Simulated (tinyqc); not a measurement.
# Electron mobility in a silicon inversion layer, empirical terms and Matthiessen rule: effects of single changes

Inversion layer of sheet density Ns on a uniformly doped body. The mobility terms are empirical power laws with prefactors chosen for the exercise; adding their inverses (Matthiessen) is itself an approximation.

Values chosen for this exercise; material values close to those of silicon: temperature T = 300 K; band gap Eg = 1.13 eV; relative permittivity of the semiconductor eps_r = 11.8; conduction-band density of states at T Nc = 2.82e19 cm^-3; valence-band density of states at T Nv = 2.69e19 cm^-3; body doping Nb = 6.2e17 cm^-3; reverse body bias Vsb = 1 V; weight of the inversion charge in the effective field eta = 0.5; phonon-limited mobility at 1 MV/cm and 300 K Ap = 402 cm^2/(V s); roughness-limited mobility at 1 MV/cm As = 674 cm^2/(V s); exponent of the roughness term gs = 2; Coulomb prefactor Ac = 2900 cm^2/(V s); charge at the interface Nit = 9.1e10 cm^-2; inversion density Ns = 9.6e12 cm^-2.

Constants: q = 1.602176634e-19 C, kB = 1.380649e-23 J/K, Vt = kB T/q, eps0 = 8.8541878128e-14 F/cm where lengths are in cm. Results are converted to the units shown.

Each table varies one quantity; the others keep the values above.

## Effect of the reverse body bias

ni = sqrt(Nc Nv) exp(-Eg/(2 Vt)), Eg in volts; Ndep = sqrt(2 eps0 eps_r Nb (2 Vt ln(Nb/ni) + Vsb)/q); E = q (Ndep + eta Ns)/(eps0 eps_r), in MV/cm. With t = T/(300 K): muC = Ac (Ns/1e12 cm^-2) t/(Nb/1e17 cm^-3 + Nit/1e11 cm^-2), muP = Ap E^(-1/3) t^(-1.75), muS = As E^(-gs); 1/mu is the sum of the inverses.

The same in every row: muC (cm^2/(V s)) = 3915.6.

Effect of the reverse body bias:
```
Vsb (V)  E (MV/cm)  muP (cm^2/(V s))  muS (cm^2/(V s))  mu (cm^2/(V s))
0           1.1575            382.87            503.09           205.98
0.4         1.2397            374.22            438.56           192.02
0.8         1.3103            367.37            392.59           181.01
1.2         1.3731            361.68            357.50           171.90
1.6         1.4302            356.80            329.51           164.13
2           1.4830            352.52            306.47           157.35
2.4         1.5323            348.70            287.07           151.36
```

What does the comparison show?

As Vsb goes from 0 to 2.4 V, E rises from 1.16 to 1.53 MV/cm and mu falls from 206 to 151 cm^2/(V s). The smallest term is the phonon one in the first row and the roughness one in the last. At Vsb = 2.4 V E passes 1.5 MV/cm, beyond the usual range of such laws.

## Effect of the inversion density

Same model as above.

Effect of the inversion density:
```
Ns (cm^-2)  E (MV/cm)  muC (cm^2/(V s))  muP (cm^2/(V s))  muS (cm^2/(V s))  mu (cm^2/(V s))
2e11           0.6217             81.58             471.0              1744            66.87
3.6e11         0.6340             146.8             467.9              1677            104.8
6.3e11         0.6547             257.0             463.0              1572            149.5
1.1e12         0.6907             448.7             454.8              1413            194.7
2e12           0.7598             815.8             440.6              1168            229.8
3.6e12         0.8824              1468             419.1             865.6            236.8
6.3e12          1.089              2570             390.7             567.9            212.3
1.1e13          1.450              4487             355.2             320.7            162.4
2e13            2.140              8158             312.0             147.2            98.79
```

What does the comparison show?

As Ns goes from 2e11 to 2e13 cm^-2, E rises from 0.622 to 2.14 MV/cm and mu goes from 66.9 through a maximum of 237 (at Ns = 3.6e12 cm^-2 among the rows listed) to 98.8 cm^2/(V s). The smallest term is the Coulomb one in the first row and the roughness one in the last. Screening lifts the Coulomb term as Ns grows while the field presses the carriers to the interface, hence the maximum. At Ns = 2e13 cm^-2 E passes 1.5 MV/cm, beyond the usual range of such laws.

## Universality: two dopings at the same effective field

Same model as above.

For each E, Ns is chosen to give that field on bodies with Nb = 8e16 and 6.2e17 cm^-3; the last column leaves out muC.

Universality: two dopings at the same effective field:
columns A: E (MV/cm); B: Ns, light body (cm^-2); C: mu, light (cm^2/(V s)); D: Ns, heavy body (cm^-2); E: mu, heavy (cm^2/(V s)); F: without muC (cm^2/(V s))
```
A             B      C         D      E      F
0.643  5.624e12  349.0  4.773e11  126.6  362.3
0.727  6.720e12  321.7  1.573e12  218.4  331.0
0.821  7.946e12  293.8  2.799e12  237.8  300.4
0.928  9.341e12  265.4  4.194e12  233.2  270.0
1.05   1.093e13  237.1  5.785e12  218.0  240.1
1.19   1.276e13  209.1  7.611e12  197.7  211.1
1.34   1.471e13  183.6  9.568e12  176.6  185.0
1.52   1.706e13  158.2  1.192e13  154.0  159.0
```

What does the table show?

The heavily doped body has 0.363 of the mobility of the light one in the first row and 0.974 in the last; there they lie 3.2 % below and 0.55 % below the curve without Coulomb scattering, which depends on E alone. The heavy body leaves that curve at low E because its field comes mostly from depletion charge and few carriers screen.

tinyqc, about 0.01 s, one thread, Intel Xeon 2.30GHz (shared host): `OMP_NUM_THREADS=1 python tinyqc.py 2510011 2510012 out.jsonl`
